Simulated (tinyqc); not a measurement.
Strong pi bonds keep dimers flat: buckled dimers of a reconstructed (001) surface, two dangling bonds a dimer.

In a dimer one atom moves up by z and the other down by z; the dangling bond of the up atom (more s-like) falls by gm z and that of the down atom rises by gm z. With all dimers tilted alike: H(k) = [[-gm z - 2 ta cos k, -tp - 2 tx cos k], [., gm z - 2 ta cos k]], k along the row in 1/a. Two electrons a dimer fill the lowest N of the 2N levels on the mesh k_j = (j + 1/2) pi/N. Total energy a dimer: W(z) = (2/N) sum of the filled levels + kf z^2. Repulsion between electrons is left out.

Values chosen for the exercise (of the size met on Si(001); the results hold for these values, not for the real material):
- ta = 0.21 eV (coupling between like atoms along the row)
- tx = 0.06 eV (diagonal coupling along the row)
- gm = 2.28 eV/angstrom (shift of a dangling bond with height)
- kf = 9.9 eV/angstrom^2 (force constant of buckling)
- N = 12 (k points)

tp is varied; z minimises W on 0 to 1 angstrom; gap on 201 points; charge moved: the mean of gm z/sqrt((gm z)^2 + h^2) over the mesh, h the off-diagonal element.

Against tp:
```
tp (eV),z (angstrom),gain (eV),gap (eV),charge moved (e)
0.10,0.2234,0.0060,0.2244,0.970
0.20,0.2111,0.0152,0.2258,0.917
0.30,0.1888,0.0266,0.2281,0.820
0.45,0.1250,0.0146,0.2333,0.543
0.60,0.0000,0.0000,0.3600,0.000
0.80,0.0000,0.0000,0.7600,0.000
1.00,0.0000,0.0000,1.1600,0.000
1.30,0.0000,0.0000,1.7600,0.000
1.60,0.0000,0.0000,2.3600,0.000
```

Dimers buckle for tp up to 0.45 eV among these rows; for an isolated dimer the limit is gm^2/kf = 0.525 eV. While buckled, the splitting, on average over k, stays near 2 gm^2/kf = 1.050 eV whatever tp is, and beyond the limit it follows 2 tp; the gap is smaller by the width of the bands, about 4 ta = 0.84 eV.

Program tinyqc; command `OMP_NUM_THREADS=1 python tinyqc.py 1450347 1450348 out.jsonl`; about 0.02 s on one thread of a shared Intel(R) Xeon(R) Processor @ 2.30GHz.
